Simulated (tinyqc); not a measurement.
Worked calculation: empirical pseudopotential in a few plane waves. One step of it, computed by the program tinyqc.

Problem. Levels at G. Diagonalise the Hermitian matrix.

H(k) at G (eV):
```
           +0+0+0     -1-1-1     -1-1+1     -1+1-1     -1+1+1     +1-1-1     +1-1+1     +1+1-1
+0+0+0   0.000000   2.145411  -2.145411  -2.145411  -2.145411  -2.145411  -2.145411  -2.145411
-1-1-1   2.145411  12.703149   0.000000   0.000000  -0.585045   0.000000  -0.585045  -0.585045
-1-1+1  -2.145411   0.000000  12.703149   0.585045   0.000000   0.585045   0.000000   0.000000
-1+1-1  -2.145411   0.000000   0.585045  12.703149   0.000000   0.585045   0.000000   0.000000
-1+1+1  -2.145411  -0.585045   0.000000   0.000000  12.703149   0.000000   0.585045   0.585045
+1-1-1  -2.145411   0.000000   0.585045   0.585045   0.000000  12.703149   0.000000   0.000000
+1-1+1  -2.145411  -0.585045   0.000000   0.000000   0.585045   0.000000  12.703149   0.585045
+1+1-1  -2.145411  -0.585045   0.000000   0.000000   0.585045   0.000000   0.585045  12.703149
+1+1+1   2.145411   0.000000  -0.585045  -0.585045   0.000000  -0.585045   0.000000   0.000000
-2+0+0   0.000000  -2.145411  -2.145411  -2.145411   2.145411   0.557999  -0.557999  -0.557999
+0-2+0   0.000000  -2.145411  -2.145411   0.557999  -0.557999  -2.145411   2.145411  -0.557999
+0+0-2   0.000000  -2.145411   0.557999  -2.145411  -0.557999  -2.145411  -0.557999   2.145411
+0+0+2   0.000000  -0.557999   2.145411  -0.557999  -2.145411  -0.557999  -2.145411   0.557999
+0+2+0   0.000000  -0.557999  -0.557999   2.145411  -2.145411  -0.557999   0.557999  -2.145411
+2+0+0   0.000000  -0.557999  -0.557999  -0.557999   0.557999   2.145411  -2.145411  -2.145411

           +1+1+1     -2+0+0     +0-2+0     +0+0-2     +0+0+2     +0+2+0     +2+0+0
+0+0+0   2.145411   0.000000   0.000000   0.000000   0.000000   0.000000   0.000000
-1-1-1   0.000000  -2.145411  -2.145411  -2.145411  -0.557999  -0.557999  -0.557999
-1-1+1  -0.585045  -2.145411  -2.145411   0.557999   2.145411  -0.557999  -0.557999
-1+1-1  -0.585045  -2.145411   0.557999  -2.145411  -0.557999   2.145411  -0.557999
-1+1+1   0.000000   2.145411  -0.557999  -0.557999  -2.145411  -2.145411   0.557999
+1-1-1  -0.585045   0.557999  -2.145411  -2.145411  -0.557999  -0.557999   2.145411
+1-1+1   0.000000  -0.557999   2.145411  -0.557999  -2.145411   0.557999  -2.145411
+1+1-1   0.000000  -0.557999  -0.557999   2.145411   0.557999  -2.145411  -2.145411
+1+1+1  12.703149  -0.557999  -0.557999  -0.557999  -2.145411  -2.145411  -2.145411
-2+0+0  -0.557999  16.937532   0.585045   0.585045  -0.585045  -0.585045   0.000000
+0-2+0  -0.557999   0.585045  16.937532   0.585045  -0.585045   0.000000  -0.585045
+0+0-2  -0.557999   0.585045   0.585045  16.937532   0.000000  -0.585045  -0.585045
+0+0+2  -2.145411  -0.585045  -0.585045   0.000000  16.937532   0.585045   0.585045
+0+2+0  -2.145411  -0.585045   0.000000  -0.585045   0.585045  16.937532   0.585045
+2+0+0  -2.145411   0.000000  -0.585045  -0.585045   0.585045   0.585045  16.937532
```

Give: eigenvalues.

Solution.

eigenvalues (eV): [-2.209, 8.608, 8.608, 8.608, 10.864, 12.118, 12.118, 12.118, 15.767, 15.767, 16.668, 20.447, 20.447, 20.447, 22.872]
